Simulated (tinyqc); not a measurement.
## Gate voltage for a wanted density

Problem. A HEMT has a barrier of thickness d, permittivity eb and off voltage Voff; energies are counted from the channel band edge at the interface. F = q (eta ns + Nb)/(eps0 ec) in eV/nm; E_k = a_k (C F^2/me)^(1/3), a_0 = 2.338107, a_1 = 4.087949, C = hbar^2/(2 m0); D = me m0 q/(pi hbar^2); ns = D Vt [ln(1 + exp((EF - E_0)/Vt)) + ln(1 + exp((EF - E_1)/Vt))], which gives EF = E_0 + Vt ln{2 s/[(1 + u) + sqrt((1 + u)^2 + 4 u s)]} with s = exp(ns/(D Vt)) - 1, u = exp((E_0 - E_1)/Vt). Charge control: ns + Nb = eps0 eb (Vg - Voff - EF)/(q d). Find E_0, E_1, EF and the Vg that gives this ns.

Parameters, values chosen for the exercise; material values close to those of InAlAs on In0.53Ga0.47As:
```
symbol,value,unit,meaning
T,400,K,temperature
d,43,nm,barrier thickness from gate to channel
me,0.0401,m0,electron mass in the channel
ec,13.5,,relative permittivity of the channel
eta,0.75,,share of ns that counts in the confining field
Nb,0,cm^-2,depletion charge of the buffer
```

Constants: q = 1.602176634e-19 C, kB = 1.380649e-23 J/K, hbar = 1.054571817e-34 J s, m0 = 9.1093837015e-31 kg, Vt = kB T/q, eps0 = 8.8541878128e-14 F/cm where lengths are in cm, hbar^2/(2 m0) = 0.0380998212 eV nm^2. Results are converted to the units shown.

ns = 1.6e12 cm^-2
eb = 12.7
Voff = -1.2611263 V

Answer. In this direction nothing needs iterating: ns fixes the field, the levels and EF, and the charge-control relation gives Vg.

E_0 = 0.146 eV
E_1 = 0.256 eV
EF = 0.227 eV
Vg = -0.0543 V

Program tinyqc, `OMP_NUM_THREADS=1 python tinyqc.py 2180056 2180057 out.jsonl`; Intel Xeon 2.30GHz, shared host, one thread, about 0.01 s.
